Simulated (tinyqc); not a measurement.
Inside a calculation: localisation in a chain with random site energies (transfer matrices). Values are carried at full precision from step to step, so a last printed digit may differ when a step is redone from the rounded ones.

Hopping -t; leads with site energy 0, E = -2t cos(ka). psi_(j+1) = ((e_j - E)/t) psi_j - psi_(j-1), a product of matrices M_j = [[(e_j - E)/t, -1], [1, 0]]. For M = M_N ... M_1 the transmission is T = 4 sin^2(ka)/|M21 - M12 + M22 exp(ika) - M11 exp(-ika)|^2. Long samples draw e_j = W (x_j/2147483647 - 1/2) from x_j = 16807 x_(j-1) mod 2147483647, starting at x0. The localisation length xi, in sites, is defined by ln T = -2N/xi on average; weak disorder gives xi = 24 (4t^2 - E^2)/W^2, and the mean free path for backscattering is xi/2.

Parameters, chosen for this exercise:
- t = 1.4 eV (hopping)
- E = -1.33 eV (energy)
- e = (-0.34, 0.32, -0.09, -0.21, -0.39, -0.27, -0.16, 0.18) eV (site energies of the short sample)
- W = 0.9 eV (full width of the disorder)
- a = 2.7 angstrom (spacing)

## The product of transfer matrices

Multiply site by site and give T for each length.

Running product:
```
j  (e_j - E)/t      M11      M12      M21      M22       T
1       0.7071   0.7071  -1.0000   1.0000   0.0000  0.9813
2       1.1786  -0.1666  -1.1786   0.7071  -1.0000  0.9462
3       0.8857  -0.8547  -0.0439  -0.1666  -1.1786  0.9450
4       0.8000  -0.5172   1.1435  -0.8547  -0.0439  0.9141
5       0.6714   0.5074   0.8116  -0.5172   1.1435  0.9788
6       0.7571   0.9014  -0.5289   0.5074   0.8116  0.9502
7       0.8357   0.2458  -1.2537   0.9014  -0.5289  0.9515
8       1.0786  -0.6362  -0.8232   0.2458  -1.2537  0.9198
```

T is 0.9198 for the whole sample and does not fall steadily (it rises at j = 5 and 7): reflected waves interfere. The determinant of M stays 1.

## The same sites added without interference

One site alone reflects R_j = e_j^2/(e_j^2 + 4t^2 - E^2); incoherent addition sums R/(1 - R), and T = 1/(1 + sum).

R_j: 0.0187  0.0166  0.0013  0.0072  0.0244  0.0119  0.0042  0.0053

sum of R/(1 - R) = 0.0911
T without interference = 0.9165

The coherent product gives 0.9198 for this sample.

## Weak-disorder lengths

Form ka, xi, xi a and the mean free path xi a/2.

ka = 1.0758 rad
xi = 179.88 sites

lengths (nm): localisation 48.569, mean free path 24.284

The formula needs xi well above one site.

## Checks

- T from the product against the Green function: both 0.91977.

Run: tinyqc, `OMP_NUM_THREADS=1 python tinyqc.py 1451759 1451760 out.jsonl`; Intel(R) Xeon(R) Processor @ 2.30GHz, one thread, shared host; about 0.07 s of CPU time with all checks.
